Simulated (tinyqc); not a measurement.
Electron-beam lithography: double-Gaussian proximity function, edge placement and dose correction for parallel lines: one step, computed by the program tinyqc.

Lines are infinitely long. Absorbed energy is counted so that the middle of a very large area written at dose 1 receives 1; the resist develops where it exceeds 1/2.

Problem. Interaction matrix. f(r) = [exp(-r^2/alpha^2)/alpha^2 + eta exp(-r^2/beta^2)/beta^2]/(pi (1 + eta)). A line from a to b at dose d gives E(x) = d [S(alpha) + eta S(beta)]/(1 + eta), S(s) = [erf((b - x)/s) - erf((a - x)/s)]/2. M_ij is the mean of E at the two edges of line i from line j at dose 1.

Inputs (values chosen for the exercise, of the order of those for 100 keV electrons in resist on silicon): forward range alpha = 0.022 micrometre; backscatter range beta = 34 micrometre; backscatter ratio eta = 0.72.

Lines (micrometre):

| line | left edge | right edge | centre |
|---|---|---|---|
| 1 | 0.000 | 9.600000e-02 | 4.800000e-02 |
| 2 | 0.206 | 2.600000e-01 | 2.330000e-01 |
| 3 | 3.060 | 4.106000e+01 | 2.206000e+01 |
| 4 | 50.360 | 6.136000e+01 | 5.586000e+01 |
| 5 | 61.429 | 6.150200e+01 | 6.146550e+01 |

Give: M.

Solution.

M:
```
        1       2       3       4       5
1  0.2914  0.0004  0.1700  0.0054  0.0000
2  0.0007  0.2909  0.1710  0.0055  0.0000
3  0.0004  0.0002  0.4761  0.0350  0.0002
4  0.0001  0.0000  0.1081  0.3645  0.0005
5  0.0000  0.0000  0.0797  0.0738  0.2912
```
